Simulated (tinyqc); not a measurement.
What each parameter does: Wannier functions of a composite (isolated) pair of valence bands (bonds of an sp chain).

Each atom has a hybrid pointing left (<) and right (>). H(k): diagonal +V3 on A, -V3 on B; <A<|A>> = -V1a, <B<|B>> = -V1b, <A>|B<> = -V2, <B>|A<> = -V2p exp(ik); k in 1/a, Bloch sums with exp(ikR). The two lowest bands are filled. Trial functions in cell 0: g1 = cos(c) A> + sin(c) B<, and g2 = sin(c) B> + cos(c) A< of cell 1, whose Bloch vector has cos(c) exp(-ik) on A<. Projection A_mn = <psi_m|g_n>, S = A^+ A, Loewdin U = A S^(-1/2), Bloch-like states w_n = sum_m psi_m U_mn, H_W(k) = U^+ diag(E) U. P = sum_m |psi_m><psi_m| is free of phase choices, and S = g^+ P g, w = P g S^(-1/2).

Inputs chosen for the exercise:
```
symbol  value  unit     meaning
V2      3.26   eV       coupling in the bond A-B inside the cell
V2p     4.7    eV       coupling in the bond to the next cell
V1a     1.04   eV       coupling of the two hybrids on A
V1b     1.42   eV       the same on B
V3      1.28   eV       A at +V3, B at -V3
c       55     degrees  trial bonds cos(c) on A, sin(c) on B
xb      0.46   a        position of B (A at 0)
```

N = 12: centres, total spread (point-like hybrids at R and R + xb) and H_12(0).

Results for these values:
```
case  centre 1 (a)  centre 2 (a)  total spread (a^2)  H_12(0) (eV)
base        0.3135        0.6614              0.1201       -0.9180
```

What happens to each result for xb = 0.51 a, all else kept?

Answer: centre 1 rises from 0.3135 to 0.3472; centre 2 rises from 0.6614 to 0.6925; total spread falls from 0.1201 to 0.1186; H_12(0) does not change at the printed digits.

The same for each parameter in turn:
```
case           centre 1 (a)  centre 2 (a)  total spread (a^2)  H_12(0) (eV)
base                 0.3135        0.6614              0.1201       -0.9180
V2 = 3.66 eV         0.3054        0.6609              0.1208       -0.9087
V2p = 5.1 eV         0.3137        0.6664              0.1202       -0.9103
V1a = 1.24 eV        0.3126        0.6627              0.1212       -0.9144
V1b = 1.62 eV        0.3141        0.6612              0.1214       -1.0463
V3 = 1.68 eV         0.3345        0.6422              0.1125       -0.9771
xb = 0.51 a          0.3472        0.6925              0.1186       -0.9180
```

(tinyqc, `OMP_NUM_THREADS=1 python tinyqc.py 1450769 1450770 out.jsonl`, Intel(R) Xeon(R) Processor @ 2.30GHz, 1 thread, shared host, about 0.2 s.)
